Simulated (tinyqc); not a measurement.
Changing the pipe diameter d: gas flow in a process chamber: flow regimes, conductance, effective pumping speed, pump-down, outgassing and purge. Computed by tinyqc, a small Python program. Command: `OMP_NUM_THREADS=1 python tinyqc.py 3120402 3120403 out.jsonl pump sweep`. One thread of a shared host (Intel(R) Xeon(R) Processor @ 2.30GHz), about 0.01 s of CPU time with the checks.

Ideal gas, isothermal flow, a pump of constant speed at the end of a round pipe; process gas, volume gas and outgassing are given the same properties. 1 sccm = 101325 Pa x 1e-6 m^3/60 s x T/273.15 K.

Inputs (values chosen for the exercise, modelled on oxygen near room temperature): molar mass M = 32 g/mol; molecular diameter = 0.36 nm; viscosity eta = 20.6 micropascal s; temperature T = 350 K; chamber volume V = 89 L; wall area = 2.4 m^2; pipe length l = 72 cm; pump speed S = 30 L/s; process gas flow = 72 sccm; outgassing rate after 1 h = 1.1e-05 Pa m^3/(s m^2); outgassing exponent n = 0.94; target base pressure = 0.0002 Pa.

Constants: k_B = 1.380649e-23 J/K; u = 1.6605390666e-27 kg.

Method:
- Mean speed c = sqrt(8 k_B T/(pi m)); aperture conductance C_a = c pi d^2/16; molecular pipe C_m = C_a/(1 + 3 l/(4 d)) (Dushman form); viscous pipe C_v = pi d^4 p_mean/(128 eta l); Knudsen interpolation C = C_v + C_m (1 + x)/(1 + 1.24 x), x = d p_mean sqrt(m/(k_B T))/eta.
- Effective speed 1/S_eff = 1/S + 1/C_m; time constant V/S_eff; pressure at which the free path k_B T/(sqrt2 pi d_m^2 p) equals d.
- Steady flow: the pump inlet is at p_2 = Q/S, and the chamber pressure p_1 solves Q = C((p_1 + p_2)/2) (p_1 - p_2). Residence time = p_1 V/Q.
- Knudsen number = free path at the mean pressure over d.
- From the outgassing limit: t = 1 h x (q_1 A/(S_eff p_target))^(1/n) - 10 s; monolayer time at the target = 1e19 m^-2 x 4 k_B T/(p c) for unit sticking.

One run for each value:
```
pipe diameter d (cm)  S_eff in molecular flow (L/s)  chamber pressure p_1 (Pa)  time to the target (h)   C_m (L/s)
1.6                                           0.680                     49.409                  271.58  6.9608e-01
2.5                                           2.404                     20.259                   70.91  2.6130e+00
3.8                                           6.905                      9.877                   23.07  8.9701e+00
5.8                                          15.204                      6.363                    9.96  3.0829e+01
8.9                                          23.377                      5.438                    6.30  1.0590e+02
14.0                                         27.812                      5.236                    5.24  3.8129e+02
21.0                                         29.248                      5.202                    4.97  1.1667e+03
32.0                                         29.752                      5.195                    4.88  3.6002e+03
```

Over the rows, S_eff in molecular flow (L/s) rises from 0.680 to 29.8 (exponent d ln y / d ln x 2.8 between the first rows and 0.041 between the last); chamber pressure p_1 (Pa) falls from 49.4 to 5.19 (exponent d ln y / d ln x -2.0 between the first rows and -0.0033 between the last); time to the target (h) falls from 272 to 4.88 (exponent d ln y / d ln x -3.0 between the first rows and -0.043 between the last).

Caution (rows 1.60): S over the pipe area exceeds 0.3 of the mean molecular speed: the pipe end cannot pass this speed without choking, so p_2 = Q/S and the conductance formulas are only formal. Caution (rows 1.60): beyond some 100 h the power law gives way to slower sources such as permeation and bulk diffusion; baking is the usual remedy.
